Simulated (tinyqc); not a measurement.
# Mass from the capacitance plateau

Problem. Once one two-dimensional band is degenerate, Cq = q gv md m0 q/(pi hbar^2) and 1/C_G = 1/Cox + 1/Cq (no traps). Find Cq, md and the oxide-equivalent thickness 3.9 eps0/Cq that it adds.

Values chosen for this exercise:
- gv = 2 (valley degeneracy)

Constants: q = 1.602176634e-19 C, hbar = 1.054571817e-34 J s, m0 = 9.1093837015e-31 kg, eps0 = 8.8541878128e-14 F/cm where lengths are in cm. Results are converted to the units shown.

C_G on the plateau = 1.6038913 uF/cm^2
Cox = 1.6443492 uF/cm^2

Solution. Removing Cox from the series leaves Cq, which is proportional to gv md.

Cq = 65.19 uF/cm^2
md = 0.4870 m0
added thickness = 0.05297 nm

tinyqc, about 0.01 s, one thread, Intel Xeon 2.30GHz (shared host): `OMP_NUM_THREADS=1 python tinyqc.py 2200065 2200066 out.jsonl`
